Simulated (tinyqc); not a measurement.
Wannier functions of a composite (isolated) pair of valence bands (bonds of an sp chain): one step. Levels and the projector on the filled bands. Two cases, with inputs chosen for the exercise.

Problem. Diagonalise; P = sum over the two lowest states of |psi><psi|.

Case 1.

H(k) (eV), rows A<, A>, B<, B> and columns alike:
$$\begin{pmatrix}
1.360000 & -0.710000 & 0 & 3.730000 \\
-0.710000 & 1.360000 & -2.650000 & 0 \\
0 & -2.650000 & -1.360000 & -1.450000 \\
3.730000 & 0 & -1.450000 & -1.360000
\end{pmatrix}$$

Case 2.

H(k) (eV), rows A<, A>, B<, B> and columns alike:
$$\begin{pmatrix}
0.370000 & -0.720000 & 0 & 2.195000-3.801852i \\
-0.720000 & 0.370000 & -2.930000 & 0 \\
0 & -2.930000 & -0.370000 & -1.260000 \\
2.195000+3.801852i & 0 & -1.260000 & -0.370000
\end{pmatrix}$$

Give: levels; P.

Solution.

Case 1.

levels (eV): [-4.5396, -2.6898, 3.1106, 4.1187]

P, rows A<, A>, B<, B> and columns alike:
$$\begin{pmatrix}
0.3497 & 0.1289 & 0.0540 & -0.4559 \\
0.1289 & 0.2963 & 0.4354 & -0.0485 \\
0.0540 & 0.4354 & 0.7021 & 0.1292 \\
-0.4559 & -0.0485 & 0.1292 & 0.6519
\end{pmatrix}$$

The filled states put 1.292 electrons on A and 2.708 on B at this k.

Case 2.

levels (eV): [-4.7166, -2.8451, 2.9028, 4.6590]

P, rows A<, A>, B<, B> and columns alike:
$$\begin{pmatrix}
0.4618 & 0.0925-0.0689i & 0.0088-0.0085i & -0.2521+0.4141i \\
0.0925+0.0689i & 0.4420 & 0.4826-0.0169i & -0.0095+0.0051i \\
0.0088+0.0085i & 0.4826+0.0169i & 0.5576 & 0.1084-0.0394i \\
-0.2521-0.4141i & -0.0095-0.0051i & 0.1084+0.0394i & 0.5386
\end{pmatrix}$$

The filled states put 1.808 electrons on A and 2.192 on B at this k.

Computed by tinyqc, one run a case: `OMP_NUM_THREADS=1 python tinyqc.py N N+1 out.jsonl` with N = 1480416, 1480824; one thread of a shared Intel(R) Xeon(R) Processor @ 2.30GHz, about 0.3 s a run at most.
